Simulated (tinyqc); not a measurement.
Inversion-layer mobility, back-scattering and ballistic limit of a field-effect transistor: one step, computed by the program tinyqc. Command: `OMP_NUM_THREADS=1 python tinyqc.py 3002496 3002497 out.jsonl mos walk`. One thread of a shared host (Intel(R) Xeon(R) Processor @ 2.30GHz), about 0.01 s of CPU time with the checks.

The charge at the top of the source barrier is fixed by the gate; series resistance and short-channel effects are left out. F_j are Fermi integrals normalised to exp(eta) in the classical limit.

Question. Effective mobility. mu_phonon = mu_ph (E_eff/1 MV/cm)^(-0.3) (T/300 K)^(-1.75); mu_rough = mu_sr (E_eff/1 MV/cm)^(-2); mu_Coulomb = mu_C (N_inv/1e12 cm^-2) (T/300 K); Matthiessen's rule adds 1/mu.

Inputs (values chosen for the exercise, modelled on a germanium p-channel): phonon mobility at 1 MV/cm and 300 K, mu_ph = 260 cm^2/(V s); roughness mobility at 1 MV/cm, mu_sr = 280 cm^2/(V s); Coulomb mobility at N_inv = 1e12/cm^2, mu_C = 380 cm^2/(V s); temperature T = 200 K.

Statistics at the top of the barrier: Fermi-Dirac.

inversion density N_inv = 2.798078e+12 1/cm^2

effective field E_eff = 0.5916835 MV/cm

Give: phonon part; roughness part; Coulomb part; effective mobility mu.

Answer.

phonon part = 618.74 cm^2/(V s)

roughness part = 799.80 cm^2/(V s)

Coulomb part = 708.85 cm^2/(V s)

effective mobility mu = 233.79 cm^2/(V s)

The phonon part is the lowest and holds 38 % of 1/mu.
